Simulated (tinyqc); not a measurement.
Avalanche multiplication and breakdown of a junction from ionisation integrals: one step, computed by the program tinyqc.

Ionisation coefficients follow the local field. Position x runs through the depletion layer from the p side (x = 0), where electrons enter, to the n side (x = w), where holes enter. The built-in voltage is neglected.

Question. On-resistance of the drift layer. R_on = w/(e mu N) with w the width at breakdown; figure of merit V_B^2/R_on; for a triangular field it equals eps eps_0 mu F_m^3/4.

Inputs (values chosen for the exercise, modelled on silicon): permittivity eps = 11.7; drift-layer mobility mu = 1500 cm^2/(V s); doping N of the lightly doped side = 8.2e+14 1/cm^3.

Junction: one-sided abrupt p+n.

width at breakdown = 21.04718 micrometre

breakdown voltage = 280.8972 V

critical field F_m = 0.2669215 MV/cm

Constants: e = 1.602176634e-19 C; eps_0 = 8.8541878128e-12 F/m.

Give: specific on-resistance; V_B^2/R_on; eps eps_0 mu F_m^3/4.

Answer.

specific on-resistance = 10.68 milliohm cm^2

V_B^2/R_on = 7.388 MW/cm^2

eps eps_0 mu F_m^3/4 = 7.388 MW/cm^2
